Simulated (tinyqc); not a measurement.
## Voltage drop against the resistance from a pad node to the supply

A grid of 25 by 25 nodes with segments Rx (rows) and Ry (columns); every node draws I1 and the central node kh I1; pads with resistance Rp sit at the nodes whose row and column are multiples of the pitch, counting from 0. The drops u = Vdd - V follow from G u = i, with G the conductance matrix and i the load currents, solved directly. Here the pitch is 3.

Values chosen for this exercise: supply voltage Vdd = 0.7 V; resistance of a horizontal segment Rx = 0.35 ohm; resistance of a vertical segment Ry = 1.2 ohm; factor on the load at the hot node kh = 1; load current of a node in the large grid I1 = 0.28 mA.

Voltage drop against the resistance from a pad node to the supply:
columns A: Rp (ohm); B: pads; C: worst drop (mV); D: mean drop (mV); E: largest drop at a pad (mV); F: largest pad current (mA); G: worst drop over Vdd (%)
```
A       B       C       D        E      F        G
0.036  81  0.5998  0.4471  0.09063  2.517  0.08569
0.073  81  0.6923  0.5298   0.1836  2.515  0.09890
0.15   81  0.8838  0.7012   0.3765  2.510   0.1263
0.29   81   1.228   1.011   0.7241  2.497   0.1755
0.58   81   1.930   1.650    1.432  2.469   0.2757
1.2    81   3.388   3.005    2.902  2.418   0.4839
2.3    81   5.898   5.398    5.426  2.359   0.8426
```

What does the comparison show?

The worst drop rises from 0.600 to 5.90 mV and the mean drop rises from 0.447 to 5.40 mV. The worst drop goes as Rp^(0.20) between the first two rows and Rp^(0.85) between the last two. The central node is itself a pad.

tinyqc, about 0.3 s, one thread, Intel Xeon 2.30GHz (shared host): `OMP_NUM_THREADS=1 python tinyqc.py 2770219 2770220 out.jsonl`
